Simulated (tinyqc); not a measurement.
Ion implantation: universal nuclear stopping, Lindhard-Scharff electronic stopping and a Gaussian range profile: one step, computed by the program tinyqc. Command: `OMP_NUM_THREADS=1 python tinyqc.py 3012026 3012027 out.jsonl implant walk`. One thread of a shared host (Intel(R) Xeon(R) Processor @ 2.30GHz), about 0.09 s of CPU time with the checks.

An ion slows by elastic collisions with screened nuclei and by friction with electrons; channelling is ignored and the target is uniform.

Question. Stopping at the entry energy. Reduced energy eps = 32.53 M2 E/(Z1 Z2 (M1 + M2)(Z1^0.23 + Z2^0.23)), E in keV; s_n = ln(1 + 1.1383 eps)/(2 (eps + 0.01321 eps^0.21226 + 0.19593 eps^0.5)) for eps up to 30 and ln(eps)/(2 eps) above; S_n = 8.462 Z1 Z2 M1 s_n/((M1 + M2)(Z1^0.23 + Z2^0.23)) in 1e-15 eV cm^2. S_e = k 3.83 Z1^(7/6) Z2/(Z1^(2/3) + Z2^(2/3))^(3/2) sqrt(E/M1) in 1e-15 eV cm^2, E in keV. dE/dx = N (S_n + S_e); 1e-15 eV cm^2 = 0.1 eV nm^2.

Inputs (values chosen for the exercise, modelled on carbon ions in copper):

| quantity | value | unit |
|---|---|---|
| ion atomic number Z1 | 6 | - |
| ion mass M1 | 12 | u |
| target atomic number Z2 | 29 | - |
| target mass M2 | 63.55 | u |
| target density N | 84.9 | 1/nm^3 |
| ion energy E | 4.4 | keV |
| scale factor of electronic stopping k | 1 | - |

Give: reduced energy eps; s_n; S_n; S_e; energy loss dE/dx.

Answer.

reduced energy eps = 0.1881

s_n = 0.3436

S_n = 21.84 x 1e-15 eV cm^2

S_e = 11.96 x 1e-15 eV cm^2

energy loss dE/dx = 287.0 eV/nm

Nuclear stopping carries 65 % of the loss at entry.
